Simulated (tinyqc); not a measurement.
Shrinking the mesa: defect, radiative and Auger recombination at equal electron and hole densities (ABC model).

J/(e d) = Ae n + B n^2 + C n^3 with Ae = A + 4 S/w (four side walls, carriers spread evenly), e = 1.602176634e-19 C, lengths in cm; internal efficiency IQE = B n^2/(Ae n + B n^2 + C n^3); all injected carriers recombine in the layer.

Inputs chosen for the exercise (orders of magnitude like those quoted for GaN; the results hold for these values, not for the real material): A = 25000000 1/s (defect rate); B = 2.8e-12 cm^3/s (radiative coefficient); C = 2.8e-31 cm^6/s (Auger coefficient); d = 4.5 nm (active thickness); S2 = 8800 cm/s (recombination velocity of the side walls in this comparison); J = 52 A/cm^2 (current density).

S = S2; w takes the values listed.

Results:
```
w (micrometre)  Ae (1/s)  IQE_max  J at the peak (A/cm^2)  IQE at J
200             2.68e+07    0.338                    57.0     0.338
100             2.85e+07    0.331                    62.1     0.330
50              3.20e+07    0.319                    72.5     0.315
20              4.26e+07    0.288                     106     0.274
10              6.02e+07    0.254                     171     0.216
5               9.54e+07    0.213                     323     0.136
2               2.01e+08    0.157                     921    0.0442
1               3.77e+08    0.120                2.27e+03    0.0137
```

What does the comparison show?

The walls equal the bulk defect rate at w = 4 S/A = 14.1 micrometre. From 200 to 1 micrometre the peak efficiency falls from 0.338 to 0.12 and moves to a current 39.8 times higher; at the fixed J the efficiency goes from 0.338 to 0.0137. For large w diffusion to the walls, left out here, would limit the loss.

tinyqc: `OMP_NUM_THREADS=1 python tinyqc.py 1650337 1650338 out.jsonl`; about 0.01 s, one thread, shared Intel(R) Xeon(R) Processor @ 2.30GHz.
